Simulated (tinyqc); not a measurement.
Strain, valley repopulation and piezoresistance in a many-valley conduction band: one step, computed by the program tinyqc. Command: `OMP_NUM_THREADS=1 python tinyqc.py 3010984 3010985 out.jsonl valleys walk`. One thread of a shared host (Intel(R) Xeon(R) Processor @ 2.30GHz), about 0.03 s of CPU time with the checks.

Valleys are ellipsoids with mass m_l along the axis a and m_t across it, parabolic, with one constant relaxation time; strain shifts the valleys and leaves the masses alone. Currents are taken along [111], along the load, and along [1-10], across the load.

Question. Mobility tensor and resistance change. Mobility tensor mu = e tau sum_v (n_v/n) [1/m_t + (1/m_l - 1/m_t) a a^T]; unstrained mu_0 = e tau (1/m_l + 2/m_t)/3; resistivity along d from the inverse tensor, rho_d = d.mu^-1.d/(n e), mobility along d = 1/(d.mu^-1.d); gauge pi_d = (rho_d/rho_0 - 1)/X.

Inputs (values chosen for the exercise, for a model crystal):

| quantity | value | unit |
|---|---|---|
| longitudinal mass m_l | 1.55 | m_0 |
| transverse mass m_t | 0.106 | m_0 |
| relaxation time tau | 87 | fs |
| temperature T | 200 | K |

Valley axes: <111> (4 valleys). Load: uniaxial [111].

share of the electrons: [111] 0.2126997, [-111] 0.2624334, [1-11] 0.2624334, [11-1] 0.2624334

Constants: e = 1.602176634e-19 C; m_0 = 9.1093837015e-31 kg.

Give: mobility tensor; unstrained mobility mu_0; mobility along the first direction; mobility along the second direction; resistance change along the first direction; resistance change along the second direction.

Answer.

mobility tensor (cm^2/(V s)):
```
        x       y       z
x  995.28   22.29   22.29
y   22.29  995.28   22.29
z   22.29   22.29  995.28
```

unstrained mobility mu_0 = 995.28 cm^2/(V s)

mobility along the first direction = 1039.9 cm^2/(V s)

mobility along the second direction = 972.99 cm^2/(V s)

resistance change along the first direction = -4.2880 %

resistance change along the second direction = 2.2914 %

The mobility lies between e tau/m_l = 98.7 and e tau/m_t = 1440; the trace stays at 3 mu_0. Along the first direction the filled valleys present more of their light mass.
